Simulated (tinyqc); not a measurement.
Trap density and scattering coefficient from 1/f noise.

Problem. f S = K0 (1 + ac mu Cox I/gm)^2 with K0 = q^2 Vt lt Nt/(W L Cox^2), Vt in eV and Nt per eV. Find K0, Nt and ac.

Inputs (values chosen for the exercise): temperature T = 300 K; gate length L = 130 nm; total gate width W = 40 um; gate capacitance Cox = 1.82 uF/cm^2; mobility mu = 450 cm^2/(V s); tunnelling length into the oxide lt = 0.1 nm.

Constants: q = 1.602176634e-19 C, kB = 1.380649e-23 J/K, Vt = kB T/q. Results are converted to the units shown.

I/gm at two biases (V): [0.0370840129, 0.179198590]
f S at these biases (V^2): [2.65870469e-12, 3.29329020e-12]

Solution. sqrt(f S) is linear in I/gm: the intercept is sqrt(K0), and slope over intercept is ac mu Cox.

K0 = 2.50e-12 V^2
Nt = 6.50e16 cm^-3 eV^-1
ac = 1.00e3 V s/C

Program tinyqc, `OMP_NUM_THREADS=1 python tinyqc.py 2150147 2150148 out.jsonl`; Intel Xeon 2.30GHz, shared host, one thread, about 0.01 s.
